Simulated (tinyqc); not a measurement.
Worked calculation: WKB tunnelling through a gate dielectric with a two-band (Franz) dispersion. Values are carried at full precision from step to step, so a last printed digit may differ when a step is redone from the rounded ones.

Constants: hbar^2/2m0 = 3.80998211 eV angstrom^2.

Values chosen for the exercise (of the size used for SiO2 on silicon; the results hold for these values, not for the real material): phi = 3.28 eV (barrier above the electron energy at the emitter); t = 33 angstrom (thickness); V = 0.3 V (voltage across the layer); Eg = 9.42 eV (gap of the dielectric); m = 0.49 m0 (mass at the conduction edge).

## Shape of the barrier

Field V/t (1 V/angstrom = 100 MV/cm), the end of the forbidden region x_e = min(t, phi t/V), and u there.

field = 0.91 MV/cm
x_e = 33.00 angstrom
u(x_e) = 2.980 eV

V < phi: a trapezoid, direct tunnelling through the whole layer.

## Decay constant through the layer

At depth x the conduction edge lies u(x) = phi - V x/t above the electron. Parabolic: kappa = sqrt(m u/c). Franz: kappa = sqrt(m u (1 - u/Eg)/c), which vanishes at both band edges. c = hbar^2/2m0. T = exp(-2 integral of kappa dx) over the region u > 0; no image force, no prefactor, zero transverse momentum. The region ends at x_e = min(t, phi t/V); x_e < t is the Fowler-Nordheim regime.

Nine points x = j x_e/8.

kappa (1/angstrom):
```
x (angstrom)  u (eV)  parabolic   Franz
0.000         3.2800     0.6495  0.5244
4.125         3.2425     0.6458  0.5229
8.250         3.2050     0.6420  0.5215
12.375        3.1675     0.6383  0.5200
16.500        3.1300     0.6345  0.5185
20.625        3.0925     0.6307  0.5169
24.750        3.0550     0.6268  0.5152
28.875        3.0175     0.6230  0.5136
33.000        2.9800     0.6191  0.5119
```

At the emitter the Franz value is 19.3 % below the parabolic one, the factor sqrt(1 - phi/Eg).

## The integrals by Simpson's rule

Weights 1, 4, 2, 4, 2, 4, 2, 4, 1 times a third of the spacing.

integral of kappa dx: parabolic 20.935, Franz 17.105

## The integrals in closed form

Parabolic: (2/3) sqrt(m/c) (t/V) (phi^(3/2) - u_e^(3/2)). Franz: sqrt(m/c) Eg^(3/2) (t/V) (f(phi/Eg) - f(u_e/Eg)) with f(y) = ((2y - 1) sqrt(y (1 - y)) + arcsin(sqrt y))/4. u_e = max(phi - V, 0). T = exp(-2 I).

integral of kappa dx: parabolic 20.9354, Franz 17.1052

T: parabolic 6.54e-19, Franz 1.39e-15

The two-band dispersion raises T by a factor 2.12e+03.

## Checks

- Franz integral in closed form against adaptive quadrature: both 17.1052.

(tinyqc, `OMP_NUM_THREADS=1 python tinyqc.py 1482565 1482566 out.jsonl`, Intel(R) Xeon(R) Processor @ 2.30GHz, 1 thread, shared host, about 0.01 s.)
